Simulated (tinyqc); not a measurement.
Growth mode over temperature: epitaxial growth on a vicinal surface: Burton-Cabrera-Frank step flow, step-edge barrier and island nucleation. Computed by tinyqc, a small Python program. Command: `OMP_NUM_THREADS=1 python tinyqc.py 3004694 3004695 out.jsonl stepflow walk`. One thread of a shared host (Intel(R) Xeon(R) Processor @ 2.30GHz), about 0.03 s of CPU time with the checks.

Adatoms land at rate F, hop on a square grid (a simplification for hexagonal faces), desorb, or join steps. Lengths are in units of a and n is the adatom coverage. Steps ascend at x = 0 and descend at x = l.

Inputs (values chosen for the exercise, close to those used for 4H-SiC(0001)): site spacing a = 3.08 angstrom; step height h = 2.52 angstrom; diffusion barrier E_d = 1.69 eV; desorption energy E_a = 3.72 eV; adatom formation energy E_f = 1.66 eV; step-edge barrier E_s = 0 eV; attempt frequency nu = 1 THz; deposition rate F = 3 layers/s; miscut angle = 1 degrees; temperature T = 1380 C; critical nucleus size i = 1.

Constants: k_B = 8.617333262e-05 eV/K.

Method:
- D = nu exp(-E_d/(k_B T)) (a^2/s, nu counted per direction); tau = exp(E_a/(k_B T))/nu; x_s = sqrt(D tau); n_eq = exp(-E_f/(k_B T)); terrace width l = h/(a tan(miscut)); Schwoebel length l_s = exp(E_s/(k_B T)) - 1.
- D n'' - n/tau + F = 0 with n(0) = n_eq and -l_s n'(l) = n(l) - n_eq. With u = n - F tau, A = n_eq - F tau, y = l/x_s, s = l_s/x_s: u = A cosh(x/x_s) + B sinh(x/x_s), B = A (1 - cosh y - s sinh y)/(sinh y + s cosh y). Flux into the ascending step J+ = D B/x_s, over the descending one J- = -(D/x_s)(A sinh y + B cosh y); step velocity J+ + J-; growth rate (J+ + J-)/l. For small y: J+ + J- = (F - n_eq/tau) l, J-/J+ = l/(l + 2 l_s).
- Island density on a flat surface without desorption: N = 0.25 (F/D)^(i/(i+2)) exp(E_i/((i+2) k_B T)) per site, with E_i = 0 for i = 1; spacing l_n = N^(-1/2). Step flow needs an effective width l_eff = 2 x(peak) below l_n.
- Temperatures in kelvin are T(C) + 273.15.
- x(peak) solves tanh(x/x_s) = -B/A. Rows where evaporation outweighs deposition are left out.

Scales:
```
T (C)  x_s (a)  l_s (a)  incorporated share  l_n (a)  l_eff/l_n
1180    3312.8        0             0.99998   17.565     2.6686
1230    2529.9        0             0.99997   18.929     2.4762
1280    1965.8        0             0.99995   20.302     2.3088
1330    1551.8        0             0.99992   21.679     2.1622
1380    1242.6        0             0.99987   23.058     2.0328
1430    1008.0        0             0.99978   24.436     1.9182
1480     827.6        0             0.99962   25.811     1.8160
1530     686.9        0             0.99931   27.180     1.7245
1580     575.9        0             0.99867   28.543     1.6422
```

What follows from these numbers?

The ratio stays above 1: islands in every row. Incorporation goes from 100.0 % to 99.9 %.

Extremes, crossings and ranges named in words are read from the listed rows.
